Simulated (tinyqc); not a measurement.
Access strength from the read disturbance.

Question. Transistor (EKV form, voltages against the body): I = 2 n b Vt^2 [F(vp - Vs) - F(vp - Vd)] from drain to source, F(v) = ln^2(1 + exp(v/(2 Vt))), vp = (Vg - VT + sg |Vd - Vs|)/n. n-channel bodies are at 0; for the p-channel device all voltages are counted down from Vdd. b in uA/V^2 gives I in uA. In an SRAM read the low node Q obeys In(gate QB, drain Q) = Ip(gate QB, drain Q) + Ia, where the access transistor (threshold VTn) has its gate and drain at Vdd and its source at Q. Find Ia, ba and the cell ratio bn/ba.

Inputs (values chosen for the exercise):
- T = 250 K (temperature)
- Vdd = 0.8 V (supply voltage)
- n = 1.17 (slope factor)
- sg = 0.033 (drain-induced barrier lowering)
- VTn = 0.42 V (n-channel threshold)
- VTp = 0.28 V (p-channel threshold (magnitude))
- bn = 290 uA/V^2 (gain factor of the pull-down transistor)
- bp = 140 uA/V^2 (gain factor of the pull-up transistor)

Constants: q = 1.602176634e-19 C, kB = 1.380649e-23 J/K, Vt = kB T/q. Results are converted to the units shown.

Q and QB in the read (V): [0.10465933, 0.79999994]

Solution. The node equation gives Ia, which is proportional to ba.

Ia = 9.764 uA
ba = 290.0 uA/V^2
cell ratio = 1.000

Numbers from tinyqc (`OMP_NUM_THREADS=1 python tinyqc.py 2340076 2340077 out.jsonl`; about 0.1 s on one thread of a shared Intel Xeon 2.30GHz).
